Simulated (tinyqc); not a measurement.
Worked calculation: Hubbard chain of 4 sites. Computed by tinyqc, a small Python program that keeps every step. Settings: hopping = 1.91, U = 9.2, mixing = 0.2, iteration cap = 67. Command: `OMP_NUM_THREADS=1 python tinyqc.py 29725 29726 out.jsonl` (the two numbers bound the seeds that draw the settings). One thread of a shared host (Intel(R) Xeon(R) Processor @ 2.60GHz), about 0.2 s of CPU time with the checks. Later iterations appear only in the table of the cycle.

## Mean-field iteration 1

one-body matrix (hopping and site energies) (eV), lower triangle:
```
          1         2         3         4
1  -0.19000
2  -1.91000  -0.45000
3   0.00000  -1.91000  -0.09000
4   0.00000   0.00000  -1.91000  -0.54000
```

U = 9.20000 eV

electrons, up and down: 2  2

mixing = 0.20000

n(up) at the start (a guess, not normalised): 1 0.50000, 2 0.50000, 3 0.50000, 4 0.50000

n(down) at the start (a guess): 1 0.50000, 2 0.50000, 3 0.50000, 4 0.50000

H(up) = T + U n(down), H(down) = T + U n(up); fill the lowest levels; n(new) = n + mixing (n(out) - n); E = tr T (rho up + rho down) + U sum n_up n_down of the output.

levels, up (eV): 1.20772  3.06730  5.45521  7.39978

levels, down (eV): 1.20772  3.06730  5.45521  7.39978

energy = -0.54644 eV

n(up) after iteration 1: 1 0.48947, 2 0.50650, 3 0.48999, 4 0.51403

n(down) after iteration 1: 1 0.48947, 2 0.50650, 3 0.48999, 4 0.51403

## Mean-field iteration 2

As before.

levels, up (eV): 1.20435  3.08571  5.45119  7.38874

levels, down (eV): 1.20435  3.08571  5.45119  7.38874

energy = -0.61730 eV

n(up) after iteration 2: 1 0.48742, 2 0.50791, 3 0.48694, 4 0.51773

n(down) after iteration 2: 1 0.48742, 2 0.50791, 3 0.48694, 4 0.51773

## Mean-field iteration 3

As before.

levels, up (eV): 1.20157  3.09052  5.45316  7.38475

levels, down (eV): 1.20157  3.09052  5.45316  7.38475

energy = -0.62181 eV

n(up) after iteration 3: 1 0.48721, 2 0.50823, 3 0.48587, 4 0.51869

n(down) after iteration 3: 1 0.48721, 2 0.50823, 3 0.48587, 4 0.51869

## Convergence

Each step fills the lowest levels of T + U n(other spin) and sets n(new) = n + mixing (n(out) - n); stop when output and input agree to 1e-8.

Course of the cycle:
```
iteration      E (eV)  largest |n(out) - n(in)|  mean |n_up - n_down|
1          -0.5464383                  7.02e-02               0.00000
2          -0.6172964                  1.85e-02               0.00000
3          -0.6218061                  5.33e-03               0.00000
4          -0.6221145                  2.24e-03               0.00000
5          -0.6221440                  1.13e-03               0.00000
6          -0.6221489                  6.45e-04               0.00000
7          -0.6221502                  4.01e-04               0.00000
8          -0.6221507                  2.63e-04               0.00000
9          -0.6221509                  1.78e-04               0.00000
10         -0.6221510                  1.23e-04               0.00000
11         -0.6221511                  8.66e-05               0.00000
...               ...                       ...                   ...
29         -0.6221511                  2.13e-07               0.00000
30         -0.6221511                  1.53e-07               0.00000
31         -0.6221511                  1.10e-07               0.00000
32         -0.6221511                  7.86e-08               0.00000
33         -0.6221511                  5.64e-08               0.00000
34         -0.6221511                  4.05e-08               0.00000
35         -0.6221511                  2.91e-08               0.00000
36         -0.6221511                  2.09e-08               0.00000
37         -0.6221511                  1.50e-08               0.00000
38         -0.6221511                  1.08e-08               0.00000
39         -0.6221511                  7.72e-09               0.00000
```

local moments n_up - n_down: 1 0.00000, 2 0.00000, 3 0.00000, 4 0.00000

Converged in 39 iterations. But random starts reach -3.58079 eV, so this is another stationary point, not the lowest one. Reruns (cap 100 unless said): mixing 0.5: not converged; mixing 0.9: not converged. Before convergence this energy mixes input and output and is not variational, so it may rise towards its limit.

## Exact diagonalisation (36 states)

Lowest levels of the sector, and the double occupancy of the lowest state.

lowest levels (eV): -4.53089  -3.62690  -2.69158  -2.23368  -1.71542  -1.27000

double occupancy per site = 0.06762

The mean-field solution above lies 3.9087 eV above the exact energy.

## The lowest level by Lanczos steps

From a random start vector (not printed): a_j = <q_j|H|q_j>, b_j = norm of the remainder after orthogonalising; the Ritz value is the lowest eigenvalue of the tridiagonal matrix of a and b so far.

Lanczos:
```
j   a_j (eV)  b_j (eV)  lowest Ritz value (eV)
1    4.75131   7.20038               4.7513137
2    7.47893   7.39752              -1.2132843
3    8.10571   4.74083              -3.5090406
4    5.83526   6.04588              -4.0074682
5    5.98995   5.89984              -4.3126492
6   10.22182   5.80294              -4.4601713
7    9.83483   4.75953              -4.5024751
8    5.10000   6.97584              -4.5136139
9    9.13294   5.86675              -4.5233318
10  10.48024   4.98000              -4.5277533
```
